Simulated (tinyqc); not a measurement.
Resistance of a tapered via with liner, size effect and interface: two steps of the calculation.

A round via whose diameter grows from db at the bottom as D(z) = db + 2 z/tan(ang). The fill, of diameter D - 2 tl, starts above the bottom liner (thickness fb tl) and has rho = rho0 (1 + ks lam/(D - 2 tl)); the sidewall liner conducts in parallel with it. The bottom liner and the interface are crossed over the full area pi db^2/4. Spreading in the lines above and below is left out.

Parameters, values chosen for the exercise; fill metal close to tungsten:
- db = 9.1 nm (diameter at the bottom)
- hv = 23 nm (height)
- ang = 88 degrees (sidewall angle)
- rho0 = 5.15 uohm cm (bulk resistivity of the fill)
- lam = 15.9 nm (mean free path of the fill)
- ks = 1.2 (size-effect factor)
- tl = 1.8 nm (liner on the sidewall)
- fb = 1 (liner at the bottom over that on the sidewall)
- rl = 260 uohm cm (resistivity of the liner)
- ri = 5.1e-13 ohm cm^2 (interface resistivity at the bottom)
- Sb = 9.1e14 S/m^2 (ballistic conductance per area, about 3/(4 rho0 lam))

Task 1. Slices of the via. Slices between z0 = fb tl and hv, evaluated at their midpoints: conductance per length pi/4 [(D - 2 tl)^2/rho + (D^2 - (D - 2 tl)^2)/rl], slice resistance = slice height over that. 10 slices.

Wanted: z; D; rho; slice resistance.

Result 1.

```
slice  z (nm)  D (nm)  rho (uohm cm)  slice resistance (ohm)
0      2.8600  9.2997         22.390                  16.274
1      4.9800  9.4478         21.953                  15.254
2      7.1000  9.5959         21.538                  14.319
3      9.2200  9.7439         21.143                  13.461
4      11.340  9.8920         20.767                  12.670
5      13.460  10.040         20.408                  11.941
6      15.580  10.188         20.065                  11.268
7      17.700  10.336         19.737                  10.646
8      19.820  10.484         19.423                  10.070
9      21.940  10.632         19.123                  9.5358
```

Task 2. Total resistance. R_fill = sum of the slices; R_bottom = rl fb tl/(pi db^2/4); R_interface = ri/(pi db^2/4); ballistic (Sharvin) limit 1/(Sb pi (db - 2 tl)^2/4); ideal cylinder rho0 hv/(pi db^2/4).

slice resistance, slice 0 to 9 (ohm): [16.273696, 15.254387, 14.319481, 13.460505, 12.669968, 11.941233, 11.268408, 10.646251, 10.070092, 9.5357639]

Give: parts; R; shares; ballistic limit; ideal cylinder.

Result 2.

parts (ohm): fill 125.4, bottom liner 71.96, interface 0.7841
R = 198.2 ohm
shares (%): fill 63.30, bottom liner 36.31, interface 0.40
ballistic limit = 46.25 ohm
ideal cylinder = 18.21 ohm

The fill is the largest part, and R is 10.9 times the ideal cylinder. With 2000 slices R = 198.21 ohm.

tinyqc, about 0.01 s, one thread, Intel Xeon 2.30GHz (shared host): `OMP_NUM_THREADS=1 python tinyqc.py 2750051 2750052 out.jsonl`
